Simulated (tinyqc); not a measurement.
AlGaN/GaN HEMT with access regions, lumped model: one step of the calculation.

A polarisation-induced electron sheet under a Schottky gate, in series with two ungated access regions and contacts. Drift law v = mu E/(1 + mu E/vs) under the gate. Currents in mA/mm, resistances in ohm mm. No self-heating, no channel-length modulation; fits for polarisation, barrier and offset are chosen for the exercise.

Task. Polarisation charge, threshold and sheet resistance. sigma = (5e13 x + 1.6e13 x^2) cm^-2, phiB = 0.84 + 1.3 x, dEc = 0.7 (1.71 x + x^2) in volts, Cb = eps0 eps_r/d, VT = phiB - dEc - q sigma/Cb, access density n0 = -Cb VT/q. Rsh = 1/(q mu n0); largest access current q n0 vs.

Values chosen for this exercise; values close to those of AlGaN/GaN structures:

| symbol | value | unit | meaning |
|---|---|---|---|
| x | 0.27 |  | aluminium share of the barrier |
| d | 18 | nm | barrier thickness |
| eps_r | 9.4 |  | relative permittivity of barrier and channel |
| mu | 1100 | cm^2/(V s) | channel mobility |
| vs | 1.2e7 | cm/s | saturation velocity |

Constants: q = 1.602176634e-19 C, eps0 = 8.8541878128e-14 F/cm where lengths are in cm. Results are converted to the units shown.

Give: sigma; Cb; VT; n0; Rsh; q n0 vs.

Result.

sigma = 1.467e13 cm^-2
Cb = 0.4624 uF/cm^2
VT = -4.265 V
n0 = 1.231e13 cm^-2
Rsh = 461.0 ohm
q n0 vs = 2367 mA/mm

Computed by the program tinyqc: `OMP_NUM_THREADS=1 python tinyqc.py 2570104 2570105 out.jsonl`, one thread of a shared Intel Xeon 2.30GHz, about 0.01 s for the whole run.
